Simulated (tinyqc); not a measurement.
One-electron ion in a basis of Gaussians, step by step. Computed by tinyqc, a small Python program that keeps every step. Settings: Z = 3, l = 0. Command: `OMP_NUM_THREADS=1 python tinyqc.py 25863 25864 out.jsonl` (the two numbers bound the seeds that draw the settings). One thread of a shared host (Intel(R) Xeon(R) Processor @ 2.60GHz), about 0.01 s of CPU time with the checks.

## Matrices over normalised Gaussians

exponents of r^l exp(-a r^2) (1/bohr^2): [0.701400, 1.037000, 1.534000, 2.269000, 3.357000, 4.965000]

Z = 3

l = 0

With p = a_i + a_j and I(k) = Gamma((k+1)/2) / (2 p^((k+1)/2)): S = I(2l+2), T = (2l+3) a_i a_j S / p, V = -Z I(2l+1), each divided by sqrt(S_ii S_jj).

S:
$$\begin{pmatrix}
1.000000 & 0.971916 & 0.894037 & 0.782840 & 0.657583 & 0.534562 \\
0.971916 & 1.000000 & 0.971840 & 0.893924 & 0.782623 & 0.657468 \\
0.894037 & 0.971840 & 1.000000 & 0.971853 & 0.893884 & 0.782679 \\
0.782840 & 0.893924 & 0.971853 & 1.000000 & 0.971818 & 0.893907 \\
0.657583 & 0.782623 & 0.893884 & 0.971818 & 1.000000 & 0.971866 \\
0.534562 & 0.657468 & 0.782679 & 0.893907 & 0.971866 & 1.000000
\end{pmatrix}$$

T (hartree):
$$\begin{pmatrix}
1.052100 & 1.219958 & 1.290959 & 1.258286 & 1.144548 & 0.985592 \\
1.219958 & 1.555500 & 1.803924 & 1.908676 & 1.860132 & 1.691990 \\
1.290959 & 1.803924 & 2.301000 & 2.668426 & 2.823458 & 2.751712 \\
1.258286 & 1.908676 & 2.668426 & 3.403500 & 3.947227 & 4.176275 \\
1.144548 & 1.860132 & 2.823458 & 3.947227 & 5.035500 & 5.839431 \\
0.985592 & 1.691990 & 2.751712 & 4.176275 & 5.839431 & 7.447500
\end{pmatrix}$$

V (hartree):
$$\begin{pmatrix}
-4.009352 & -4.337904 & -4.524904 & -4.567269 & -4.484399 & -4.307525 \\
-4.337904 & -4.875068 & -5.274998 & -5.502099 & -5.553398 & -5.452540 \\
-4.524904 & -5.274998 & -5.929308 & -6.415638 & -6.692004 & -6.754345 \\
-4.567269 & -5.502099 & -6.415638 & -7.211217 & -7.802988 & -8.138758 \\
-4.484399 & -5.553398 & -6.692004 & -7.802988 & -8.771361 & -9.490663 \\
-4.307525 & -5.452540 & -6.754345 & -8.138758 & -9.490663 & -10.667212
\end{pmatrix}$$

## Generalised eigenproblem

H = T + V (hartree):
$$\begin{pmatrix}
-2.957252 & -3.117946 & -3.233945 & -3.308983 & -3.339851 & -3.321934 \\
-3.117946 & -3.319568 & -3.471074 & -3.593423 & -3.693266 & -3.760550 \\
-3.233945 & -3.471074 & -3.628308 & -3.747212 & -3.868546 & -4.002633 \\
-3.308983 & -3.593423 & -3.747212 & -3.807717 & -3.855761 & -3.962483 \\
-3.339851 & -3.693266 & -3.868546 & -3.855761 & -3.735861 & -3.651232 \\
-3.321934 & -3.760550 & -4.002633 & -3.962483 & -3.651232 & -3.219712
\end{pmatrix}$$

Solve H C = S C e through S^(-1/2); each column has its largest component positive (the first on a tie).

eigenvalues of S: [0.000008, 0.000237, 0.004421, 0.062744, 0.706535, 5.226056]

eigenvalues (hartree): [-4.322895, -0.919896, 1.607499, 5.835799, 14.017451, 26.103843]

coefficients:
$$\begin{pmatrix}
-0.716802 & 9.798070 & 16.920018 & 19.496893 & 15.844175 & -13.355767 \\
3.949597 & -22.349664 & -47.754355 & -72.492207 & -68.063710 & 63.899566 \\
-7.364019 & 25.189183 & 53.260018 & 109.292970 & 123.651614 & -138.091440 \\
8.921577 & -18.557517 & -31.824647 & -84.404595 & -114.714108 & 167.519226 \\
-5.931362 & 8.489270 & 10.865268 & 36.120467 & 50.861032 & -112.273338 \\
2.249387 & -2.183036 & -1.179583 & -8.114661 & -7.326694 & 32.510455
\end{pmatrix}$$

For Z = 3 and l = 0 the exact lowest level is -Z^2/(2 n^2) with n = l + 1: -4.500000 hartree. The basis is nearly linearly dependent, so rounded matrices do not reproduce these digits.
